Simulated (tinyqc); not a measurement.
# Worked calculation: surface potential of a MOS transistor: implicit equation and explicit approximations

Computed by the program tinyqc: `OMP_NUM_THREADS=1 python tinyqc.py 2122249 2122250 out.jsonl`, one thread of a shared Intel Xeon 2.30GHz, about 0.01 s for the whole run. Printed values are rounded.

p-type body, charge-sheet picture, depletion and inversion only, full ionisation (an idealisation for deep acceptors), Boltzmann statistics (rough once Na exp(x - xn) passes about Nc/7). In units of Vt: xg = (Vg - Vfb)/Vt, x = psi/Vt, G = gamma/sqrt(Vt), xn = (2 phiF + Vc)/Vt. The implicit equation is (xg - x)^2 = G^2 [x - 1 + exp(x - xn)] for x above about 3. Cox = eps0 eox/tox.

Values chosen for this exercise; band and dielectric values close to those of silicon: temperature T = 300 K; band gap Eg = 1.13 eV; relative permittivity eps_r = 11.5; conduction-band density of states at T Nc = 2.81e19 cm^-3; valence-band density of states at T Nv = 2.6e19 cm^-3; relative permittivity of the gate insulator (close to silicon nitride) eox = 7.54; insulator thickness tox = 33 nm; acceptor density Na = 6.2e17 cm^-3; flat-band voltage Vfb = -0.96 V; channel-body voltage Vc = 1 V; gate-body voltage Vg = 3.73 V.

Constants: q = 1.602176634e-19 C, kB = 1.380649e-23 J/K, Vt = kB T/q, eps0 = 8.8541878128e-14 F/cm where lengths are in cm. Results are converted to the units shown.

## Scales

ni = sqrt(Nc Nv) exp(-Eg/(2 Vt)), Eg in volts; phiF = Vt ln(Na/ni); gamma = sqrt(2 q eps0 eps_r Na)/Cox; VT = Vfb + Vt (xn + G sqrt(xn - 1)).

phiF = 0.4674095 V
gamma = 2.223224 V^0.5
G = 13.82726
xn = 74.84214
VT = 4.046544 V
xg = 181.4173

## Explicit approximation

Depletion value a = 1 + [sqrt(G^2/4 + xg - 1) - G/2]^2; inversion value b = xn + ln[(xg - xn)^2/G^2 - xn + 1] and first guess y = min(a, b) - ln(1 + exp(-|a - b|)) if a > xn + 1, else b = y = a; one second-order correction with D = exp(y - xn), p = 2 (xg - y) + G^2 (1 + D), w = (xg - y)^2 - G^2 (y - 1 + D): z = y + 2 w/(p + sqrt(p^2 - 2 (2 - G^2 D) w)), or the Newton step z = y + w/p where the root is not real.

a = 68.12813
b = 68.12813
y = 68.12813
p = 418.0035
w = -0.2320676
z = 68.12758

The root of the implicit equation is x = 68.1276; y misses it by 5.6e-4 and z by -1.4e-14, in units of Vt.

## Starting value

x = a rounded to two decimals.

x at the start = 68.13

## Iteration 1: new x

D = exp(x - xn), f = (xg - x)^2 - G^2 (x - 1 + D), f' = -2 (xg - x) - G^2 (1 + D), x(new) = x - f/f'.

D = 0.001216058
f = -1.013527
f' = -418.0002
x after iteration 1 = 68.12758

## Iteration 2: new x

As before.

D = 0.001213113
f = 5.196287e-6
f' = -418.0045
x after iteration 2 = 68.12758

## Course of the iteration

Stop when the step is below 1e-11, or after 60 iterations.

Course of the iteration:

| iteration | x before the step | step |
|---|---|---|
| 1 | 68.13 | -2.42e-3 |
| 2 | 68.12758 | 1.24e-8 |
| 3 | 68.12758 | 0 |

Converged in 3 iterations.

## Potential, charges and gate control

converged x = 68.12758

psi = Vt x; N_dep = Cox Vt G sqrt(x - 1)/q; N_inv = (Cox Vt G/q) [sqrt(x - 1 + exp(x - xn)) - sqrt(x - 1)]; dpsi/dVg = 1/[1 + G^2 (1 + exp(x - xn))/(2 (xg - x))].

psi = 1.761234 V
N_dep = 3.698082e12 cm^-2
N_inv = 3.3415e7 cm^-2
dpsi/dVg = 0.5420503

psi lies 6.7 Vt below 2 phiF + Vc.
